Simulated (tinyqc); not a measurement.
Polytypes by hexagonality, and a cubic inclusion as a quantum well: one step. The bound level without the field. Two cases, with inputs chosen for the exercise.

Question. Give V, L, the level E, its depth below the host conduction edge and the transition to the valence top of the host, gap(host) - (V - E).

Gap: E3 + (E2 - E3) h. Valence top Ev2 h and polarisation P2 h, both counted from 3C; Ec = Ev + gap.

A cubic inclusion of width L = N d in the host (h = 1) is a well of depth V = Ec(host) - Ec(3C). Square well with mass mismatch: k tan(k L/2) = (m_w/m_b) q, k = sqrt(m_w E/c), q = sqrt(m_b (V - E)/c), c = hbar^2/2m0, lowest root. The depth of the level, V - E, is its binding, and the transition to the valence top of the host is gap(host) - (V - E). The step in polarisation gives a field |F| = |P|/(eps eps0) in a thin inclusion, eps0 = 8.8541878e-12 F/m.

Constants: hbar^2/2m0 = 3.80998211 eV angstrom^2.

Give: V; L; E above the bottom; depth below the host edge; transition.

Case 1.

Values chosen (of the order of those of InAs; not measured data): E3 = 0.416 eV (gap of the cubic polytype); E2 = 0.457 eV (gap of 2H); Ev2 = 0.053 eV (valence top of 2H above that of 3C); P2 = 0.0019 C/m^2 (spontaneous polarisation of 2H); m = (0.026, 0.025) m0 (electron mass along c in the cubic layer and in the host); d = 3.508 angstrom (thickness of a double layer); eps = 14.9 (dielectric constant); N = 24 (double layers in the cubic inclusion).

Answer.

V = 0.0940 eV
L = 84.192 angstrom
E above the bottom = 0.0492 eV
depth below the host edge = 0.0448 eV
transition = 0.4122 eV

The level keeps 48 % of the well depth. The transition lies below the gap of 3C itself (0.416 eV), which only a staggered line-up allows.

Case 2.

Values chosen (of the order of those of GaN; not measured data): E3 = 3.306 eV (gap of the cubic polytype); E2 = 3.5 eV (gap of 2H); Ev2 = 0.061 eV (valence top of 2H above that of 3C); P2 = -0.0164 C/m^2 (spontaneous polarisation of 2H); m = (0.204, 0.206) m0 (electron mass along c in the cubic layer and in the host); d = 2.597 angstrom (thickness of a double layer); eps = 9.6 (dielectric constant); N = 6 (double layers in the cubic inclusion).

Answer.

V = 0.2550 eV
L = 15.582 angstrom
E above the bottom = 0.1494 eV
depth below the host edge = 0.1056 eV
transition = 3.3944 eV

The level keeps 41 % of the well depth. The transition lies above the gap of 3C itself (3.306 eV).

Computed by tinyqc, one run a case: `OMP_NUM_THREADS=1 python tinyqc.py N N+1 out.jsonl` with N = 1880480, 1880518; one thread of a shared Intel(R) Xeon(R) Processor @ 2.30GHz, about 0.1 s a run at most.
